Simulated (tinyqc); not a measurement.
# Interface traps from C-V curves, high-low and Terman methods: two studies

MOS capacitor on an n-type substrate; psi is the band bending, negative in depletion; only majority carriers are counted. At the bending psi the Fermi level lies y = xi - psi below the conduction edge at the surface, xi = Vt ln(Nc/Nd). Dit(y) = D0 + D1 exp(-y/E1); traps fill up to the Fermi level, follow the bias and a slow signal, and do not follow a fast one. V is the gate voltage from flat band.

Parameters, values chosen for the exercise; band and dielectric values close to those of silicon:
- T = 300 K (temperature)
- eps_r = 11.6 (relative permittivity)
- Nc = 2.77e19 cm^-3 (conduction-band density of states at T)
- Nd = 4.9e16 cm^-3 (donor density)
- EOT = 28 nm (equivalent oxide thickness)
- D0 = 1.2e11 cm^-2 eV^-1 (trap density far from the band edge)
- D1 = 2.1e12 cm^-2 eV^-1 (band-tail density at the conduction edge)
- E1 = 0.12 eV (decay energy of the tail)

Constants: q = 1.602176634e-19 C, kB = 1.380649e-23 J/K, Vt = kB T/q, eps0 = 8.8541878128e-14 F/cm where lengths are in cm. Results are converted to the units shown.

Each table varies one quantity; the others keep the values above.

## An error in the doping read as traps

Cox = 3.9 eps0/EOT, LD = sqrt(eps0 eps_r Vt/(q Nd)), u = psi/Vt, Cd = (eps0 eps_r/(sqrt(2) LD)) |exp(u) - 1|/sqrt(exp(u) - u - 1). Ideal V0 = psi - sqrt(2) (eps0 eps_r Vt/LD) sqrt(exp(u) - u - 1)/Cox for psi < 0; the traps add dV = (q/Cox) times the integral of Dit from 0 to psi = (q/Cox) [D0 psi + D1 E1 exp(-xi/E1) (exp(psi/E1) - 1)]. 1/C_HF = 1/Cox + 1/Cd, 1/C_LF = 1/Cox + 1/(Cd + q Dit). The sample has Nd; the ideal curve is drawn with Nd (1 + e). At the true psi = -0.229 V the measured C_HF is matched to the ideal curve, which gives psi', and Dit = (Cox/q) [dV/dpsi' - 1 - Cd'(psi')/Cox], derivatives exact.

The same in every row: true Dit (cm^-2 eV^-1) = 1.995e11.

Results:
```
e	psi' (V)	apparent Dit (cm^-2 eV^-1)
-0.15	-0.1984	5.178e11
-0.1	-0.2086	4.007e11
-0.02	-0.2249	2.367e11
0	-0.2290	1.995e11
0.02	-0.2331	1.638e11
0.05	-0.2392	1.126e11
0.1	-0.2494	3.324e10
0.15	-0.2595	-3.940e10
```

Estimate the missing row, e = -0.05.

Computed row:
```
e	psi' (V)	apparent Dit (cm^-2 eV^-1)
-0.05	-0.2188	2.952e11
```

With this row back in the table: The apparent Dit falls from 5.18e11 to -3.94e10 cm^-2 eV^-1, against the true 2.00e11. An error of +5 % in the doping shifts it by -8.70e10 cm^-2 eV^-1, 43.6 % of the true value, and a negative result appears where the assumed doping is too high.

## Effect of the oxide thickness on the signal

Same model as above.

All at psi = -0.229 V.

Results:
```
EOT (nm)	dV (mV)	C_HF (nF/cm^2)	C_LF (nF/cm^2)	(C_LF - C_HF)/Cox (%)
1.4	-5.344	133.2	161.5	1.146
2.5	-9.543	127.8	153.6	1.867
8	-30.54	106.2	123.4	3.987
14	-53.44	89.66	101.6	4.851
26	-99.25	68.36	75.10	5.076
46	-175.6	48.97	52.34	4.483
```

Estimate the missing row, EOT = 4.4 nm.

Computed row:
```
EOT (nm)	dV (mV)	C_HF (nF/cm^2)	C_LF (nF/cm^2)	(C_LF - C_HF)/Cox (%)
4.4	-16.80	119.4	141.6	2.830
```

With this row back in the table: The stretch-out grows in proportion to the EOT, from -5.34 to -176 mV, so thin oxides leave Terman's method little to read; the high-low gap goes from 1.15 through a maximum of 5.08 (at EOT = 26 nm among the rows listed) to 4.48 % of Cox.

tinyqc, about 0.01 s, one thread, Intel Xeon 2.30GHz (shared host): `OMP_NUM_THREADS=1 python tinyqc.py 2030066 2030067 out.jsonl`
